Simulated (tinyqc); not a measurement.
Inside a calculation. Method: plane-wave Kohn-Sham cycle with exchange-only LDA in a layered model solid. Computed by tinyqc, a small Python program that keeps every step. Settings: points = 16, plane-wave index or count = 2, electrons = 2, k points = 1, area = 29.0, mixing = 0.1, iteration cap = 77. Command: `OMP_NUM_THREADS=1 python tinyqc.py 24837 24838 out.jsonl` (the two numbers bound the seeds that draw the settings). One thread of a shared host (Intel(R) Xeon(R) Processor @ 2.60GHz), about 0.02 s of CPU time with the checks.

A solid whose potential varies along x alone (atomic units):
```
parameter                      value
period a                   14.800000
cross-section of the cell  29.000000
electrons per cell                 2
grid points                       16
plane waves -n..n, n               2
k points                           1
V1 in V1 cos(2 pi x/a)     -0.330000
V2 in V2 cos(4 pi x/a)      0.110000
```

Stop when sqrt(dV sum R^2) is below 1e-8, dV = a A/N.

Course of the cycle:
```
iteration  E (hartree)  norm of the residual
1          -0.59560941              1.06e-01
2          -0.54146301              8.95e-02
3          -0.50170547              7.44e-02
4          -0.47351922              6.11e-02
5          -0.45421354              4.98e-02
6          -0.44141288              4.08e-02
7          -0.43316423              3.37e-02
8          -0.42796958              2.85e-02
9          -0.42475124              2.47e-02
10         -0.42277575              2.19e-02
11         -0.42156597              1.97e-02
...                ...                   ...
67         -0.41955292              6.35e-05
68         -0.41955292              5.72e-05
69         -0.41955292              5.16e-05
70         -0.41955293              4.65e-05
71         -0.41955293              4.19e-05
72         -0.41955293              3.78e-05
73         -0.41955293              3.41e-05
74         -0.41955293              3.07e-05
75         -0.41955293              2.77e-05
76         -0.41955293              2.50e-05
77         -0.41955293              2.25e-05
```

Can the last value be used, and what does the course show?

Not by the stop rule, although the second column moves by less than 1e-07 over the last three steps. Not converged within 77 iterations: the residual falls steadily but slowly, by a factor of about 0.90 a step. Reruns (cap 100 unless said): mixing 0.5, Kerker q0 1.0: not converged; mixing 0.3, Pulay depth 5: converged in 11 (E = -0.41955); the original settings with a cap of 400: converged in 152 (E = -0.41955).
